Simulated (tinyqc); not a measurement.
Donors with valley-orbit split 1s states: one step. Partition sums of the neutral donor. Three cases, with inputs chosen for the exercise.

Question. Give each term g exp(E/kT), W_s, and the effective degeneracy W_s exp(-E_ground/kT).

Each donor binds at most one electron, in any of its states. For a site s, W_s = sum over its states of g exp(E/kT), and the ionised share is 1/(1 + W_s exp(eta)), eta = (EF - Ec)/kT; n = Nc F_1/2(eta); neutrality n + NA = ND x (mean ionised share); holes are neglected. Nc from N = 2 (m kB T/(4 pi c))^(3/2) with c = hbar^2/2m0, in 1/angstrom^3; times 1e24 for 1/cm^3, m = md. F_j(eta) = (1/Gamma(j + 1)) integral_0^infinity x^j dx/(1 + exp(x - eta)), which tends to exp(eta) for eta << 0.

Constants: hbar^2/2m0 = 3.80998211 eV angstrom^2; kB = 8.617333262e-05 eV/K.

Give: Nc; terms; W_s; effective degeneracy.

Case 1.

Values chosen (near those of P in Si; shifted at random, so the results belong to these values and not to a real crystal): md = 1.053 m0 (density-of-states mass of the conduction band); E = (45.9, 34.5, 32.7) meV (binding energies of 1s(A1), 1s(T2), 1s(E)); g = (2, 6, 4) (their degeneracies with spin); T = 225 K.

Answer.

Nc = 1.7612e+19 1/cm^3

terms: 1s(A1) 21.34, 1s(T2) 35.56, 1s(E) 21.60

W_s: donor 78.497

effective degeneracy: donor 7.358

The ground state alone would give 2 and all states together 12; here the excited states hold 73 % of the bound electrons.

Case 2.

Values chosen (near those of P in Si; shifted at random, so the results belong to these values and not to a real crystal): md = 1.075 m0 (density-of-states mass of the conduction band); E = (46.1, 34, 32.8) meV (binding energies of 1s(A1), 1s(T2), 1s(E)); g = (2, 6, 4) (their degeneracies with spin); T = 350 K.

Answer.

Nc = 3.5246e+19 1/cm^3

terms: 1s(A1) 9.222, 1s(T2) 18.52, 1s(E) 11.87

W_s: donor 39.614

effective degeneracy: donor 8.591

The ground state alone would give 2 and all states together 12; here the excited states hold 77 % of the bound electrons.

Case 3.

Values chosen (near those of As in Si; shifted at random, so the results belong to these values and not to a real crystal): md = 1.062 m0 (density-of-states mass of the conduction band); E = (55.6, 33.5, 34) meV (binding energies of 1s(A1), 1s(T2), 1s(E)); g = (2, 6, 4) (their degeneracies with spin); T = 400 K.

Answer.

Nc = 4.2283e+19 1/cm^3

terms: 1s(A1) 10.04, 1s(T2) 15.86, 1s(E) 10.73

W_s: donor 36.619

effective degeneracy: donor 7.298

The ground state alone would give 2 and all states together 12; here the excited states hold 73 % of the bound electrons.

Computed by tinyqc, one run a case: `OMP_NUM_THREADS=1 python tinyqc.py N N+1 out.jsonl` with N = 1651155, 1651427, 1651486; one thread of a shared Intel(R) Xeon(R) Processor @ 2.30GHz, about 0.02 s a run at most.
